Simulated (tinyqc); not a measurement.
Single-domain magnet: Stoner-Wohlfarth switching, Neel-Arrhenius retention, LLG dynamics and spin torque: one step, computed by the program tinyqc. Command: `OMP_NUM_THREADS=1 python tinyqc.py 3007394 3007395 out.jsonl macro walk`. One thread of a shared host (Intel(R) Xeon(R) Processor @ 2.30GHz), about 0.02 s of CPU time with the checks.

The moment is uniform, with unit vector m; z is the easy axis. mu_0 = 1.25663706212e-6 T m/A, gamma = 1.76085963023e11 rad/(s T).

Question. One LLG step. In the time s = gamma mu_0 H_K t: (1 + alpha^2) dm/ds = -m x b - alpha m x (m x b) + a [m x (m x z) - alpha m x z], b = m_z z, a = alpha I/I_c0; Heun steps (Euler predictor, mean of the two slopes) without renormalising; start m = (sin theta_0, 0, cos theta_0), theta_0 = 1/sqrt(2 Delta).

Inputs (values chosen for the exercise, for a model magnet):
```
quantity,value,unit
temperature T,250,K
damping alpha,0.028,-
drive I/I_c0,1.7,-
time step times gamma mu_0 H_K,0.1,-
```

Shape: prolate spheroid, easy axis along it.

stability factor Delta = 66.81181

Give: m at the start; first slope; predictor; second slope; m after the step.

Answer.

m at the start: [0.08640, 0.00000, 0.99626]

first slope: [0.001695, 0.086125, -0.000147]

predictor: [0.08657, 0.00861, 0.99625]

second slope: [-0.006887, 0.086462, -0.000149]

m after the step: [0.08614, 0.00863, 0.99625]
